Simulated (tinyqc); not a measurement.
Metal gate on a two-layer dielectric stack with fixed charge and a dipole: one step of the calculation.

Gate, layer 2, layer 1, p-type semiconductor; x runs from the gate inwards. Charges are counted in units of +q. psi is the band bending at the surface, positive towards inversion. Classical charge, Boltzmann statistics, no interface traps.

Problem. Equivalent thickness and work-function difference. EOT = 3.9 (t1/e1 + t2/e2), Cox = eps0/(t1/e1 + t2/e2); phi_ms = pM - (chi + Eg - Vt ln(Nv/Na)).

Parameters, values chosen for the exercise; band and dielectric values close to those of silicon, layer 1 close to silicon dioxide, layer 2 close to zirconium oxide:
```
symbol    value   unit                                          meaning
T           300      K                                      temperature
Eg         1.13     eV                                         band gap
Nv      2.66e19  cm^-3              valence-band density of states at T
chi        3.99     eV                                electron affinity
Na       3.1e17  cm^-3                                 acceptor density
pM         4.27     eV                  work function of the gate metal
t1          1.9     nm  thickness of layer 1, next to the semiconductor
e1         4.04                        relative permittivity of layer 1
t2          4.5     nm           thickness of layer 2, next to the gate
e2         25.3                        relative permittivity of layer 2
```

Constants: q = 1.602176634e-19 C, kB = 1.380649e-23 J/K, Vt = kB T/q, eps0 = 8.8541878128e-14 F/cm where lengths are in cm. Results are converted to the units shown.

Wanted: EOT; Cox; share of layer 1 in the EOT; phi_ms.

Solution.

EOT = 2.5278 nm
Cox = 1.3660 uF/cm^2
share of layer 1 in the EOT = 72.558 %
phi_ms = -0.73490 V

Computed by the program tinyqc: `OMP_NUM_THREADS=1 python tinyqc.py 2010159 2010160 out.jsonl`, one thread of a shared Intel Xeon 2.30GHz, about 0.01 s for the whole run.
